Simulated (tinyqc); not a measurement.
# Gated two-dimensional channel with two bands, quantum capacitance, step by step

Numbers from tinyqc (`OMP_NUM_THREADS=1 python tinyqc.py 2200065 2200066 out.jsonl`; about 0.01 s on one thread of a shared Intel Xeon 2.30GHz). Printed values are rounded.

phi is the Fermi level above the lowest band edge, in volts; Vg is counted from the gate voltage at which an empty channel would have phi = 0. The channel has no thickness; trap charge is -q Dit phi.

Inputs (values chosen for the exercise); lowest band close to that of monolayer MoS2: temperature T = 77 K; relative permittivity of the gate insulator (close to silicon dioxide) eox = 3.9; insulator thickness tox = 2.1 nm; in-plane mass md = 0.487 m0; valley degeneracy gv = 2; in-plane mass of a second band, chosen freely m2 = 0.89 m0; valley degeneracy of that band, chosen freely g2 = 6; second band edge above the first E2 = 0.29 eV; density of traps Dit = 0 cm^-2 eV^-1; gate voltage Vg = 0.77 V.

Constants: q = 1.602176634e-19 C, kB = 1.380649e-23 J/K, hbar = 1.054571817e-34 J s, m0 = 9.1093837015e-31 kg, Vt = kB T/q, eps0 = 8.8541878128e-14 F/cm where lengths are in cm. Results are converted to the units shown.

## Gate capacitance

Cox = eps0 eox/tox.

Cox = 1.644349 uF/cm^2

## Starting value

phi = 0.01 V.

phi at the start = 0.01 V

## Iteration 1: new phi

D1 = gv md m0 q/(pi hbar^2), D2 = g2 m2 m0 q/(pi hbar^2) per eV; n1 = D1 Vt ln(1 + exp(phi/Vt)), n2 = D2 Vt ln(1 + exp((phi - E2)/Vt)), n = n1 + n2; Cq = q dn/dphi = q [D1/(1 + exp(-phi/Vt)) + D2/(1 + exp((E2 - phi)/Vt))]. Newton: f = phi + q (n + Dit phi)/Cox - Vg, phi(new) = phi - f/(1 + (Cq + q Dit)/Cox).

n1 = 4.608988e12 cm^-2
n2 = 6.979687e-6 cm^-2
Cq = 53.36459 uF/cm^2
f = -0.3109218 V
phi after iteration 1 = 0.01929420 V

## Iteration 2: new phi

As before.

n1 = 7.993751e12 cm^-2
n2 = 2.832414e-5 cm^-2
Cq = 61.81307 uF/cm^2
f = 0.02816780 V
phi after iteration 2 = 0.01856430 V

## Iteration 3: new phi

As before.

n1 = 7.712979e12 cm^-2
n2 = 2.537368e-5 cm^-2
Cq = 61.44320 uF/cm^2
f = 8.075073e-5 V
phi after iteration 3 = 0.01856219 V

## Course of the iteration

Stop when the step is below 1e-10 V, or after 40 iterations.

Course of the iteration:
```
iteration	phi before the step (V)	step (V)
1	0.01	9.29e-3
2	0.01929420	-7.30e-4
3	0.01856430	-2.10e-6
4	0.01856219	-1.87e-11
```

Converged in 4 iterations.

## Charge and capacitances at the solution

converged phi = 0.01856219 V

D1 = gv md m0 q/(pi hbar^2), D2 = g2 m2 m0 q/(pi hbar^2) per eV; n1 = D1 Vt ln(1 + exp(phi/Vt)), n2 = D2 Vt ln(1 + exp((phi - E2)/Vt)), n = n1 + n2; Cq = q dn/dphi = q [D1/(1 + exp(-phi/Vt)) + D2/(1 + exp((E2 - phi)/Vt))]. 1/C_G = 1/Cox + 1/(Cq + q Dit); dphi/dVg = Cox/(Cox + Cq + q Dit).

n = 7.712172e12 cm^-2
Cq = 61.44208 uF/cm^2
C_G = 1.601489 uF/cm^2
dphi/dVg = 0.02606502

Cq is 37.4 times Cox, so C_G is 97.4 % of Cox; 2.41 % of the gate voltage has gone into phi.
